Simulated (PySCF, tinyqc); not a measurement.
Inside a calculation. Method: MP2 on RHF in the sto-3g basis, frozen core, for Be, spin multiplicity 1. The lowest restricted solution is unstable here: a spin-polarised one lies 0.0012 hartree lower (PySCF). One step of it, computed by the program tinyqc.

Task: Integrals over molecular orbitals. (pq|rs) = sum C_ip C_jq C_kr C_ls (ij|kl), one index at a time.

coefficients C:
```
              MO1        MO2       MO3       MO4       MO5
1Be 1s   0.992898  -0.293881  0.000000  0.000000  0.000000
1Be 2s   0.026138   1.035147  0.000000  0.000000  0.000000
1Be 2px  0.000000   0.000000  1.000000  0.000000  0.000000
1Be 2py  0.000000   0.000000  0.000000  1.000000  0.000000
1Be 2pz  0.000000   0.000000  0.000000  0.000000  1.000000
```

core Hamiltonian H = T + V (hartree):
```
            1Be 1s     1Be 2s    1Be 2px    1Be 2py    1Be 2pz
1Be 1s   -7.867117  -1.932258   0.000000   0.000000   0.000000
1Be 2s   -1.932258  -2.102157   0.000000   0.000000   0.000000
1Be 2px   0.000000   0.000000  -1.634157   0.000000   0.000000
1Be 2py   0.000000   0.000000   0.000000  -1.634157   0.000000
1Be 2pz   0.000000   0.000000   0.000000   0.000000  -1.634157
```

Two-electron integrals (ij|kl) in chemists' order, unique and non-zero (hartree):
```
(11|11) 2.298831   (21|11) 0.392036   (21|21) 0.079539   (22|11) 0.570988
(22|21) 0.143041   (22|22) 0.417683   (31|31) 0.014607   (32|31) 0.021888
(32|32) 0.092265   (33|11) 0.569578   (33|21) 0.143083   (33|22) 0.417589
(33|33) 0.449859   (41|41) 0.014607   (42|41) 0.021888   (42|42) 0.092265
(43|43) 0.024249   (44|11) 0.569578   (44|21) 0.143083   (44|22) 0.417589
(44|33) 0.401360   (44|44) 0.449859   (51|51) 0.014607   (52|51) 0.021888
(52|52) 0.092265   (53|53) 0.024249   (54|54) 0.024249   (55|11) 0.569578
(55|21) 0.143083   (55|22) 0.417589   (55|33) 0.401360   (55|44) 0.401360
(55|55) 0.449859
```

Give: one-electron integrals over orbitals h = C^T H C; Two-electron integrals over orbitals.

Result:

one-electron integrals over orbitals h = C^T H C (hartree):
```
         1        2        3        4        5
1  -7.8575   0.2676   0.0000   0.0000   0.0000
2   0.2676  -1.7564   0.0000   0.0000   0.0000
3   0.0000   0.0000  -1.6342   0.0000   0.0000
4   0.0000   0.0000   0.0000  -1.6342   0.0000
5   0.0000   0.0000   0.0000   0.0000  -1.6342
```

Two-electron integrals over orbitals (pq|rs), unique and non-zero (hartree); the lowest 1 orbital is frozen and left out:
```
(22|22) 0.4041   (32|32) 0.0868   (33|22) 0.4096   (33|33) 0.4499
(42|42) 0.0868   (43|43) 0.0242   (44|22) 0.4096   (44|33) 0.4014
(44|44) 0.4499   (52|52) 0.0868   (53|53) 0.0242   (54|54) 0.0242
(55|22) 0.4096   (55|33) 0.4014   (55|44) 0.4014   (55|55) 0.4499
```
